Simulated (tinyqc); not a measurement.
Pariser-Parr-Pople SCF with singles CI, for the molecule C=C1C=CC=NC=C1 (SMILES; centres numbered as the heavy atoms are written), step by step. One step of it, computed by the program tinyqc.

Question. Singles CI, singlets. Over the 9 single excitations with the smallest orbital gaps: A = (e_a - e_i) delta + 2 (ia|jb) - (ij|ab), with (pq|rs) = sum c_mp c_mq gamma_mn c_nr c_ns. f = 2/3 w |mu|^2 in atomic units, mu = sqrt2 sum c_ia sum_m c_mi c_ma R_m.

orbital energies (eV): -15.350313  -13.380575  -12.352363  -9.060623  -2.016282  -0.750292  2.263533  3.113489

coefficients:
```
,MO1,MO2,MO3,MO4,MO5,MO6,MO7,MO8
1C,0.149790,0.357654,-0.162857,0.606676,-0.206886,0.523957,0.088308,-0.360469
2C,0.317805,0.536141,-0.220308,0.258151,0.070018,-0.378687,-0.135813,0.574128
3C,0.326685,0.387912,0.337194,-0.223344,0.583777,-0.056334,0.346171,-0.339729
4C,0.370198,0.126833,0.566529,-0.258050,-0.312911,0.356454,-0.450687,0.176721
5C,0.408675,-0.286619,0.282333,0.215430,-0.466963,-0.356521,0.528725,-0.000227
6N,0.514266,-0.528850,-0.118238,0.298412,0.404040,-0.036417,-0.410410,-0.140739
7C,0.341237,-0.167953,-0.420393,-0.343024,0.062420,0.501185,0.402690,0.379093
8C,0.291317,0.167431,-0.468897,-0.442386,-0.358313,-0.268722,-0.201637,-0.479869
```

repulsion gamma_rs (eV), lower triangle:
```
,1C,2C,3C,4C,5C,6N,7C,8C
1C,11.130000
2C,7.553862,11.130000
3C,5.331000,7.554085,11.130000
4C,3.654533,5.078081,7.553271,11.130000
5C,3.061819,4.233299,5.079867,7.554938,11.130000
6N,3.073164,4.263436,4.264238,5.131548,7.729197,12.300000
7C,3.654533,5.078081,4.233612,4.233148,5.079247,7.730350,11.130000
8C,5.331000,7.554085,5.080158,4.233612,4.234084,5.132188,7.553271,11.130000
```

Centres (angstrom, eV; a flat drawing with bonds scaled to 1.40 angstrom):
```
centre,x,y,core charge z,W,gamma_rr
1C,2.637000,0.000000,1,11.160000,11.130000
2C,1.237000,0.000000,1,11.160000,11.130000
3C,0.629000,1.261000,1,11.160000,11.130000
4C,-0.736000,1.573000,1,11.160000,11.130000
5C,-1.830000,0.700000,1,11.160000,11.130000
6N,-1.830000,-0.700000,1,14.100000,12.300000
7C,-0.736000,-1.573000,1,11.160000,11.130000
8C,0.629000,-1.261000,1,11.160000,11.130000
```

Give: singlet CI matrix; singlet excitation energies; oscillator strengths.

Answer.

singlet CI matrix (eV), lower triangle:
```
,4>5,4>6,3>5,4>7,2>5,3>6,4>8,2>6,1>5
4>5,2.3568
4>6,-0.4623,4.4075
3>5,0.0901,0.6816,5.6681
4>7,-0.4573,-0.1646,0.0265,6.8354
2>5,-0.1141,0.2563,-0.0126,0.0381,6.5247
3>6,-0.3895,-0.0379,0.0234,-0.0028,0.5594,6.7480
4>8,-0.0634,0.1785,0.2257,0.0650,0.1197,0.0678,6.9769
2>6,-0.0568,0.0219,-0.6710,0.0013,-0.0162,0.0523,-0.0457,7.6303
1>5,0.0418,-0.0278,-0.0780,-0.3027,-0.0955,-0.1033,-0.0045,0.1450,8.0959
```

singlet excitation energies (eV): 2.1579  4.1635  5.7158  6.0922  6.7963  6.9532  7.3014  7.8069  8.2565

oscillator strengths: 0.0333  0.4156  1.3080  0.0742  0.1604  0.0431  0.5947  0.4126  0.0717
